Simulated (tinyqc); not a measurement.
Millisecond and nanosecond annealing: surface heating, thermal budget and solid-phase regrowth: one step, computed by the program tinyqc. Command: `OMP_NUM_THREADS=1 python tinyqc.py 3027252 3027253 out.jsonl flash walk`. One thread of a shared host (Intel(R) Xeon(R) Processor @ 2.30GHz), about 0.02 s of CPU time with the checks.

A square pulse heats the surface of a thick wafer with constant thermal properties; losses by radiation are neglected and silicon melts at 1414 C.

Problem. Temperature in depth and time. Absorbed flux q = (1 - R) fluence/t_p; kappa = k/c. With f(z, t) = (2 q/k) sqrt(kappa t) ierfc(z/(2 sqrt(kappa t))), ierfc(x) = exp(-x^2)/sqrt(pi) - x erfc(x): T = T0 + f(z, t) during the pulse and T0 + f(z, t) - f(z, t - t_p) after it.

Inputs (values chosen for the exercise, modelled on hot silicon with phosphorus):
```
quantity,value,unit
incident fluence,15.4,J/cm^2
pulse length t_p,0.00018,s
reflectance R,0.5,-
thermal conductivity k,0.27,W/(cm K)
heat capacity per volume c,2.14,J/(cm^3 K)
preheat temperature T0,500,C
```

Source: scanned laser.

thermal length sqrt(kappa t_p) = 47.65530 um

Give: Temperature (C).

Solution.

Temperature (C):
```
t/t_p,surface,z = 0.5 thermal lengths,z = 1,z = 2
0.10,769,545,503.0,500.0
0.25,926,651,537.9,500.7
0.50,1102,799,625.8,512.8
0.75,1238,921,715.9,539.8
1.00,1352,1027,801.5,575.9
1.10,1124,1022,831.3,591.9
1.50,941,910,831.8,648.1
2.00,853,838,795.9,675.7
4.00,728,724,712.4,671.1
10.00,638,637,634.7,624.4
```

One tenth of a pulse length after the end the surface has lost 228 C: cooling starts as sqrt(t - t_p), much faster than heating ends.
